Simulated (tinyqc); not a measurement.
Domain walls in a thin film with perpendicular anisotropy: Bloch, Neel and chiral walls, motion and stripe domains. Inputs raised by 2 %, one at a time. Computed by tinyqc, a small Python program. Command: `OMP_NUM_THREADS=1 python tinyqc.py 3020805 3020806 out.jsonl mwall sens`. One thread of a shared host (Intel(R) Xeon(R) Processor @ 2.30GHz), about 0.03 s of CPU time with the checks.

One-dimensional wall: polar angle theta(x), azimuth phi of the moment in the wall (phi = 0 Neel, 90 degrees Bloch). mu_0 = 1.25663706212e-6 T m/A, gamma = 1.76085963023e11 rad/(s T).

Inputs (values chosen for the exercise, for a model film):
```
quantity                      value        unit
saturation magnetisation M_s   1200        kA/m
exchange stiffness A             16        pJ/m
uniaxial anisotropy K_u        1440      kJ/m^3
DMI constant D                 0.66      mJ/m^2
thickness t                     2.6          nm
damping alpha                  0.07           -
current density J              0.31  1e12 A/m^2
spin Hall angle theta_SH       0.35           -
```

Drive: spin-orbit torque.

Constants: hbar = 1.054571817e-34 J s; e = 1.602176634e-19 C.

Method:
- K_eff = K_u - mu_0 M_s^2/2; Delta = sqrt(A/K_eff); sigma_0 = 4 sqrt(A K_eff); profile theta = 2 arctan exp(x/Delta); quality factor Q = 2 K_u/(mu_0 M_s^2).
- sigma(phi) = sigma_0 + 2 Delta K_D cos^2(phi) - pi D cos(phi), with the wall shape anisotropy K_D = N_x mu_0 M_s^2/2, N_x = t ln 2/(pi Delta). The minimum has cos(phi) = D/D_N for D < D_N = 4 Delta K_D/pi and phi = 0 beyond; sigma turns negative at D_c = (sigma_0 + 2 Delta K_D)/pi.
- Spin-orbit drive: B_SL = hbar theta_SH J/(2 e M_s t) acts as the field (pi/2) B_SL cos(phi). Steady state: v = (gamma Delta/alpha)(pi/2) B_SL cos(phi) = gamma Delta [B_D sin(phi) - (B_K/2) sin(2 phi)], B_K = 2 K_D/M_s, B_D = pi D/(2 M_s Delta); the root with phi between its rest value and 90 degrees; v saturates at v_D = gamma Delta B_D.

Runs:
```
input moved                          from      to  width parameter Delta (nm)  wall energy sigma (mJ/m^2)  D_N (mJ/m^2)  saturation velocity v_D (m/s)
base run                                -       -                       5.468                       10.67        0.6608                          152.1
saturation magnetisation M_s (kA/m)  1200    1224                       5.664                       10.30        0.6875                          149.1
uniaxial anisotropy K_u (kJ/m^3)     1440  1468.8                       5.326                       10.98        0.6608                          152.1
DMI constant D (mJ/m^2)              0.66  0.6732                       5.468                       10.63        0.6608                          155.2
thickness t (nm)                      2.6   2.652                       5.468                       10.69        0.6741                          152.1
damping alpha                        0.07  0.0714                       5.468                       10.67        0.6608                          152.1
current density J (1e12 A/m^2)       0.31  0.3162                       5.468                       10.67        0.6608                          152.1
spin Hall angle theta_SH             0.35   0.357                       5.468                       10.67        0.6608                          152.1
```

Exponents ln(y'/y) / ln(x'/x):
```
input                         width parameter Delta  wall energy sigma  D_N  saturation velocity v_D
saturation magnetisation M_s                  1.786             -1.765    2                       -1
uniaxial anisotropy K_u                      -1.323              1.450    0                        0
DMI constant D                                0.000             -0.197    0                        1
thickness t                                   0.000              0.096    1                        0
damping alpha                                 0.000              0.000    0                        0
current density J                             0.000              0.000    0                        0
spin Hall angle theta_SH                      0.000              0.000    0                        0
```

Among the inputs moved here: width parameter Delta answers most in size to saturation magnetisation M_s (exponent +1.786), next to uniaxial anisotropy K_u (-1.323); its exponent is below 0.0005 for DMI constant D, thickness t, damping alpha, current density J, spin Hall angle theta_SH. wall energy sigma answers most in size to saturation magnetisation M_s (exponent -1.765), next to uniaxial anisotropy K_u (+1.450); its exponent is below 0.0005 for damping alpha, current density J, spin Hall angle theta_SH. D_N answers most in size to saturation magnetisation M_s (exponent +2.000), next to thickness t (+1.000); its exponent is below 0.0005 for uniaxial anisotropy K_u, DMI constant D, damping alpha, current density J, spin Hall angle theta_SH. saturation velocity v_D answers most in size to saturation magnetisation M_s (exponent -1.000), and about equally to DMI constant D (+1.000); its exponent is below 0.0005 for uniaxial anisotropy K_u, thickness t, damping alpha, current density J, spin Hall angle theta_SH. Its exponent +1.000 in DMI constant D: v_D = pi gamma D/(2 M_s).

Caution (all rows): pinning, heating and tilting of the wall are left out.
